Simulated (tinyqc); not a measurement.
Thin-film transistor with exponential tail and deep states, accumulation layer: two steps of the calculation.

An undoped film in accumulation, thicker than the space-charge layer. With band bending psi the Fermi level lies E0 - psi below the band edge. Free electrons n = n0 exp(psi/Vt) carry the current; electrons in two exponential distributions of traps, a = a0 exp(psi/Va) and d = d0 exp(psi/Vp), do not. Linear regime, ohmic contacts, traps in equilibrium.

Values chosen for this exercise; values close to those of an organic semiconductor:
```
symbol,value,unit,meaning
T,290,K,temperature
eps_r,3.2,,relative permittivity of the semiconductor
Nc,8.9e19,cm^-3,density of extended states
Nt,8.5e19,cm^-3,total density of tail states
Tt,400,K,characteristic temperature of the tail
Nd,3e17,cm^-3,total density of deep states
Td,1390,K,characteristic temperature of the deep states
E0,0.54,eV,bulk Fermi level below the band edge
Ci,12,nF/cm^2,gate capacitance
Vg,23,V,gate voltage above flat band
```

Constants: q = 1.602176634e-19 C, kB = 1.380649e-23 J/K, Vt = kB T/q, eps0 = 8.8541878128e-14 F/cm where lengths are in cm. Results are converted to the units shown.

Problem 1. Bulk densities. Va = kB Tt/q, Vp = kB Td/q; n0 = Nc exp(-E0/Vt), a0 = Nt th(T/Tt) exp(-E0/Va), d0 = Nd th(T/Td) exp(-E0/Vp), th(x) = pi x/sin(pi x).

Wanted: Va; Vp; th(T/Tt); n0; a0; d0.

Solution 1.

Va = 0.034469 V
Vp = 0.11978 V
th(T/Tt) = 2.9953
n0 = 3.6726e10 cm^-3
a0 = 4.0009e13 cm^-3
d0 = 3.5545e15 cm^-3

Problem 2. Surface potential by Newton steps. Va = kB Tt/q, Vp = kB Td/q. G(psi) = sum over the three kinds of c0 [V (exp(psi/V) - 1) - psi], field F = sqrt(2 q G/(eps0 eps_r)); Vg = psi + eps0 eps_r F/Ci at the surface. f = psi + eps0 eps_r F/Ci - Vg, f' = 1 + q rho/(Ci F) with rho = sum c0 (exp(psi/V) - 1); psi(new) = psi - f/f'.

psi at the start = 0.44 V
n0 = 3.6726154e10 cm^-3
a0 = 4.0009280e13 cm^-3
d0 = 3.5544735e15 cm^-3

Wanted: F; f; f'; psi after iteration 1.

Solution 2.

F = 779.9 kV/cm
f = -4.147 V
f' = 270.8
psi after iteration 1 = 0.4553 V

Computed by the program tinyqc: `OMP_NUM_THREADS=1 python tinyqc.py 2610039 2610040 out.jsonl`, one thread of a shared Intel Xeon 2.30GHz, about 0.02 s for the whole run.
